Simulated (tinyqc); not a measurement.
Changing the anneal temperature T: dopants and charged point defects at anneal temperature: Fermi-level effect, clustering and pairing. Computed by tinyqc, a small Python program. Command: `OMP_NUM_THREADS=1 python tinyqc.py 3005244 3005245 out.jsonl pairing sweep`. One thread of a shared host (Intel(R) Xeon(R) Processor @ 2.30GHz), about 0.01 s of CPU time with the checks.

Boltzmann statistics and full ionisation of active dopants. Energies are counted from the valence band; the defect (a vacancy or self-interstitial) has five charge states, with all degeneracy factors one.

Inputs (values chosen for the exercise, for a model semiconductor): gap at 0 K E_g0 = 1.56 eV; Varshni alpha = 0.000611 eV/K; Varshni beta = 183 K; electron mass m_e = 0.0562 m_0; valleys M_c = 1; hole mass m_h = 0.381 m_0; total dopant density N = 7.2e+20 cm^-3; formation enthalpy of the neutral defect H_f = 3.85 eV; formation entropy S_f = 2.2 k_B; site density N_s = 4.7e+22 cm^-3.

Dopant: acceptor. Second part: pairing with a mobile impurity.

defect levels as fractions of E_g(T): (2+/+), (+/0), (0/-), (-/2-): [0.1, 0.24, 0.46, 0.74]

Constants: m_0 = 9.1093837015e-31 kg; k_B = 1.380649e-23 J/K; h = 6.62607015e-34 J s; k_B = 8.617333262e-05 eV/K.

Method:
- E_g = E_g0 - alpha T^2/(T + beta).
- N_c = 2 M_c (2 pi m_e k_B T/h^2)^(3/2) and N_v = 2 (2 pi m_h k_B T/h^2)^(3/2), masses in units of m_0.
- n_i = sqrt(N_c N_v) exp(-E_g/2 k_B T); E_i = E_g/2 + (k_B T/2) ln(N_v/N_c).
- No clustering: A = N.
- p = A/2 + sqrt(A^2/4 + n_i^2) for an active density A.
- chi = n/n_i (for acceptors n_i/p); E_F = E_i + k_B T ln chi; field enhancement h = 1 + A/sqrt(A^2 + 4 n_i^2).
- C_0 = N_s exp(S_f/k_B) exp(-H_f/k_B T). Ratios to the neutral state at E_F = E_i: r_+ = exp((E(+/0) - E_i)/k_B T), r_2+ = r_+ exp((E(2+/+) - E_i)/k_B T), r_- = exp((E_i - E(0/-))/k_B T), r_2- = r_- exp((E_i - E(-/2-))/k_B T); at other E_F state q scales as chi^(-q). The enhancement is sum r_q chi^(-q)/sum r_q. The charge on the defects is left out of neutrality.

One run for each value; columns: (1) anneal temperature T (K); (2) all defects, doped (cm^-3); (3) enhancement over intrinsic; (4) n_i (cm^-3); (5) active density A (cm^-3); (6) mean charge (e):
```
(1)          (2)    (3)         (4)       (5)     (6)
756   4.2244e+03  45310  6.1587e+14  7.20e+20  1.9947
833   3.3930e+05  16233  2.2702e+15  7.20e+20  1.9923
910   1.2671e+07   6648  6.8000e+15  7.20e+20  1.9894
987   2.6378e+08   3019  1.7354e+16  7.20e+20  1.9859
1060  3.0736e+09   1541  3.7524e+16  7.20e+20  1.9821
1140  3.1130e+10    790  7.8643e+16  7.20e+20  1.9774
1220  2.2973e+11    431  1.5070e+17  7.20e+20  1.9721
1300  1.3109e+12    247  2.6828e+17  7.20e+20  1.9662
```

Describe and explain the trends.

Over the rows, all defects, doped (cm^-3) rises from 4220 to 1.31e12 (exponent d ln y / d ln x 45 between the first rows and 27 between the last); enhancement over intrinsic falls from 45300 to 247 (exponent d ln y / d ln x -11 between the first rows and -8.7 between the last); n_i (cm^-3) rises from 6.16e14 to 2.68e17 (exponent d ln y / d ln x 13 between the first rows and 9.1 between the last). A line through ln(all defects) against 1/(k_B T) gives 3.04 eV, against H_f = 3.85 eV for the neutral state alone.

Caution (all rows): the carrier density exceeds the effective density of states, where Boltzmann statistics understate the shift of E_F and so the density of charged defects (gap narrowing, also left out, works the other way).
